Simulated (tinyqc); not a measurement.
Resistance of a source-drain extension with a graded tip: two steps of the calculation.

y runs along the channel, the gate covers y > 0. The doping is N0 for y < y0 and N0 10^(-(y - y0)/la) beyond, uniform over the depth xj. Sheet conductance s(y) = q mu(N) max(N - Nch, 0) xj + (for y > 0) ma Cox Vo, with mu(N) = u0 + (u1 - u0)/(1 + (N/Nr)^au) and Cox = eps0 eox/tox. Current is taken as one-dimensional; depletion of the tip, spreading and the contact are left out. The metallurgical junction lies at yj, where N = Nch.

Values chosen for this exercise; mobility law close to that of holes in silicon:

| symbol | value | unit | meaning |
|---|---|---|---|
| eox | 21.9 |  | relative permittivity of the gate insulator (close to hafnium oxide) |
| tox | 3.9 | nm | insulator thickness |
| N0 | 1.1e20 | cm^-3 | active doping of the extension far from the gate |
| la | 2.4 | nm/decade | lateral abruptness |
| y0 | -0.5 | nm | position under the gate where the fall begins (gate edge at 0) |
| xj | 22 | nm | depth of the extension |
| Nch | 2.9e18 | cm^-3 | channel doping |
| Vo | 0.55 | V | gate overdrive |
| ma | 64 | cm^2/(V s) | mobility of the gate-induced layer |
| u1 | 470.5 | cm^2/(V s) | mobility at low doping |
| u0 | 44.9 | cm^2/(V s) | mobility at high doping |
| Nr | 2.23e17 | cm^-3 | reference doping |
| au | 0.719 |  | exponent |
| Lg | 60 | nm | gate length |

Constants: q = 1.602176634e-19 C, eps0 = 8.8541878128e-14 F/cm where lengths are in cm. Results are converted to the units shown.

Task 1. Sheet resistances and junction position. yj = y0 + la log10(N0/Nch); sheet resistance of the full extension 1/[q mu(N0)(N0 - Nch) xj] and of the gate-induced layer 1/(ma Cox Vo); metallurgical length Lg - 2 yj; ye is where the doped and the gate-induced conductances are equal.

Wanted: yj; sheet resistance of the extension; sheet resistance of the induced layer; metallurgical length; ye; N at ye.

Result 1.

yj = 3.290 nm
sheet resistance of the extension = 532.2 ohm/square
sheet resistance of the induced layer = 5714 ohm/square
metallurgical length = 53.42 nm
ye = 2.011 nm
N at ye = 9.889e18 cm^-3

The gate takes over 1.28 nm before the junction, where N is still 3.41 times the channel doping.

Task 2. Resistance of the overlapped part. Midpoint rule on 8 equal steps from 0 to yj: R_ov = sum h/s(y), per width.

Wanted: y; N; doped conductance; sheet resistance; R_ov.

Result 2.

| point | y (nm) | N (cm^-3) | doped conductance (uS) | sheet resistance (ohm/square) |
|---|---|---|---|---|
| 0 | 0.2056 | 5.590e19 | 985.8 | 861.5 |
| 1 | 0.6168 | 3.768e19 | 677.7 | 1173 |
| 2 | 1.028 | 2.539e19 | 464.5 | 1564 |
| 3 | 1.439 | 1.712e19 | 315.1 | 2040 |
| 4 | 1.850 | 1.154e19 | 208.4 | 2608 |
| 5 | 2.262 | 7.776e18 | 130.0 | 3279 |
| 6 | 2.673 | 5.241e18 | 69.93 | 4083 |
| 7 | 3.084 | 3.532e18 | 21.45 | 5090 |

R_ov = 8.511 ohm um

tinyqc, about 0.03 s, one thread, Intel Xeon 2.30GHz (shared host): `OMP_NUM_THREADS=1 python tinyqc.py 2282191 2282192 out.jsonl`
